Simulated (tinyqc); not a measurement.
Thin (001) film in sp3s* tight binding with raised dangling bonds: one step. Levels of the small film. The numbers come from values chosen for the exercise (near a published set for GaAs, fitted to gaps, whose masses and valley positions are rough).

s, pz, s* block (eV):
```
           sa1        za1      *a1       sc2       zc2       *c2       sa3       za3       *a3       sc4
sa1    1.57746  -10.00000        0  -3.18800   2.22050         0         0         0         0         0
za1  -10.00000   11.03646        0  -2.86550   0.97350  -2.42650         0         0         0         0
*a1          0          0  8.64146         0   2.43350         0         0         0         0         0
sc2   -3.18800   -2.86550        0  -2.68254         0         0  -3.18800   2.86550         0         0
zc2    2.22050    0.97350  2.43350         0   3.65746         0  -2.22050   0.97350  -2.43350         0
*c2          0   -2.42650        0         0         0   6.76146         0   2.42650         0         0
sa3          0          0        0  -3.18800  -2.22050         0  -8.42254         0         0  -3.18800
za3          0          0        0   2.86550   0.97350   2.42650         0   1.03646         0  -2.86550
*a3          0          0        0         0  -2.43350         0         0         0   8.64146         0
sc4          0          0        0         0         0         0  -3.18800  -2.86550         0  -2.68254
zc4          0          0        0         0         0         0   2.22050   0.97350   2.43350         0
*c4          0          0        0         0         0         0         0  -2.42650         0         0
sa5          0          0        0         0         0         0         0         0         0  -3.18800
za5          0          0        0         0         0         0         0         0         0   2.86550
*a5          0          0        0         0         0         0         0         0         0         0

          zc4       *c4       sa5       za5       *a5
sa1         0         0         0         0         0
za1         0         0         0         0         0
*a1         0         0         0         0         0
sc2         0         0         0         0         0
zc2         0         0         0         0         0
*c2         0         0         0         0         0
sa3   2.22050         0         0         0         0
za3   0.97350  -2.42650         0         0         0
*a3   2.43350         0         0         0         0
sc4         0         0  -3.18800   2.86550         0
zc4   3.65746         0  -2.22050   0.97350  -2.43350
*c4         0   6.76146         0   2.42650         0
sa5  -2.22050         0   1.57746  10.00000         0
za5   0.97350   2.42650  10.00000  11.03646         0
*a5  -2.43350         0         0         0   8.64146
```

u, v block (eV):
```
         ua1       va1       uc2       vc2       ua3       va3       uc4       vc4       ua5      va5
ua1  1.03646         0   3.52150         0         0         0         0         0         0        0
va1        0  21.03646         0  -1.57450         0         0         0         0         0        0
uc2  3.52150         0   3.65746         0  -1.57450         0         0         0         0        0
vc2        0  -1.57450         0   3.65746         0   3.52150         0         0         0        0
ua3        0         0  -1.57450         0   1.03646         0   3.52150         0         0        0
va3        0         0         0   3.52150         0   1.03646         0  -1.57450         0        0
uc4        0         0         0         0   3.52150         0   3.65746         0  -1.57450        0
vc4        0         0         0         0         0  -1.57450         0   3.65746         0  3.52150
ua5        0         0         0         0         0         0  -1.57450         0  21.03646        0
va5        0         0         0         0         0         0         0   3.52150         0  1.03646
```

Task: Diagonalise both blocks.

Give: levels of the s, pz, s* block; levels of the u, v block.

Result:

levels of the s, pz, s* block (eV): [-11.850, -9.158, -7.485, -3.073, 1.849, 2.439, 2.515, 3.634, 6.553, 8.548, 8.641, 9.729, 11.271, 17.793, 17.835]

levels of the u, v block (eV): [-2.255, -2.255, -0.784, -0.784, 5.388, 5.388, 6.892, 6.892, 21.183, 21.183]

No level lies between 0 and the bulk edge 1.440 eV; confinement has widened the gap at zero in-plane momentum to 2.632 eV.

Run: tinyqc, `OMP_NUM_THREADS=1 python tinyqc.py 1452892 1452893 out.jsonl`; Intel(R) Xeon(R) Processor @ 2.30GHz, one thread, shared host; about 0.4 s of CPU time with all checks.
